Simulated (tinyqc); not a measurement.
# A barrier in a uniform field, exact transmission by Airy functions: what changes with what

The left lead has its band edge at 0, the barrier edge falls as U(x) = U0 - F x with F = V/d for 0 < x < d, and the right lead has its edge at -V. No transverse momentum; C = hbar^2/(2 m0); psi and psi'/m are continuous. M carries (psi, psi'/m) across the barrier.

Parameters, values chosen for the exercise; U0 - E and the mass are of the order of those of hafnium oxide on silicon:
```
symbol  value  unit                     meaning
mL       0.38    m0       mass in the left lead
U0       1.89    eV       barrier edge at x = 0
m1       0.21    m0         mass in the barrier
E        0.33    eV             electron energy
d           3    nm               barrier width
V        0.96     V  voltage across the barrier
mR       0.38    m0      mass in the right lead
```

Constants: q = 1.602176634e-19 C, hbar = 1.054571817e-34 J s, m0 = 9.1093837015e-31 kg, hbar^2/(2 m0) = 0.0380998212 eV nm^2. Results are converted to the units shown.

Each table varies one quantity; the others keep the values above.

## Exact and WKB transmission against energy

Energy scale e = (C F^2/m1)^(1/3), z(x) = (U(x) - E)/e, s = (dz/dx)/m1 = -F/(e m1); v = k/m in a lead. With a = Ai, a' = Ai', b = Bi, b' = Bi' at z1 (left edge) and z2 (right edge): M11 = pi (a2 b1' - b2 a1'), M12 = (pi/s)(b2 a1 - a2 b1), M21 = pi s (a2' b1' - b2' a1'), M22 = pi (b2' a1 - a2' b1). With M acting on (psi, psi'/m) and v = k/m in each lead, T(E) = 4 vL vR/[(vL vR M12 - M21)^2 + (vR M11 + vL M22)^2]. WKB: exp(-S), S = (4/(3 F)) sqrt(m1/C) [max(U0 - E, 0)^1.5 - max(U0 - F d - E, 0)^1.5].

Result of one run:

| E (eV) | T(E), exact | exp(-S) | ratio |
|---|---|---|---|
| 0.756 | 4.423e-5 | 1.507e-5 | 2.936 |

What becomes of these results when the electron energy E is changed from 0.756 to 0.977 eV, all else the same?

Result of the changed run:

| E (eV) | T(E), exact | exp(-S) | ratio |
|---|---|---|---|
| 0.977 | 3.477e-4 | 1.967e-4 | 1.768 |

The whole series:

| E (eV) | T(E), exact | exp(-S) | ratio |
|---|---|---|---|
| 0.095 | 1.387e-7 | 1.058e-7 | 1.311 |
| 0.315 | 1.082e-6 | 4.483e-7 | 2.413 |
| 0.536 | 6.758e-6 | 2.276e-6 | 2.969 |
| 0.756 | 4.423e-5 | 1.507e-5 | 2.936 |
| 0.977 | 3.477e-4 | 1.967e-4 | 1.768 |
| 1.197 | 0.003738 | 0.003541 | 1.056 |
| 1.418 | 0.06846 | 0.04191 | 1.633 |
| 1.638 | 0.4145 | 0.2901 | 1.429 |
| 1.859 | 0.5863 | 0.9480 | 0.6184 |
| 2.079 | 0.8730 | 1.000 | 0.8730 |

The exact T(E) rises from 1.39e-7 to 0.873, and the ratio to WKB moves up and down between 0.618 and 2.97. Above U0 = 1.89 eV WKB gives 1, while the exact value is 0.873: reflection over the barrier.

## Effect of the emitter mass

Same model as above.

The same in every row: exp(-S) = 4.9749e-7.

Effect of the emitter mass:

| mL (m0) | vL (1/nm) | T(E), exact | ratio |
|---|---|---|---|
| 0.039 | 14.903 | 1.9684e-6 | 3.9566 |
| 0.059 | 12.116 | 1.9603e-6 | 3.9404 |
| 0.091 | 9.7561 | 1.8663e-6 | 3.7515 |
| 0.14 | 7.8656 | 1.7054e-6 | 3.4280 |
| 0.21 | 6.4222 | 1.5178e-6 | 3.0508 |
| 0.32 | 5.2026 | 1.3106e-6 | 2.6345 |
| 0.5 | 4.1621 | 1.0983e-6 | 2.2076 |
| 0.76 | 3.3759 | 9.1733e-7 | 1.8439 |
| 1.2 | 2.6866 | 7.4566e-7 | 1.4988 |

What does the comparison show?

WKB does not see the lead: exp(-S) stays at 4.97e-7. The ratio of exact to WKB falls from 3.96 to 1.50; K/m1 at the left edge is 14.0 1/nm, and vL passes from 14.9 to 2.69 1/nm.

Range of the model: Masses are held fixed, although real bands cease to be parabolic a few tenths of an eV from their edges.

Numbers from tinyqc (`OMP_NUM_THREADS=1 python tinyqc.py 2580001 2580002 out.jsonl`; about 0.01 s on one thread of a shared Intel Xeon 2.30GHz).
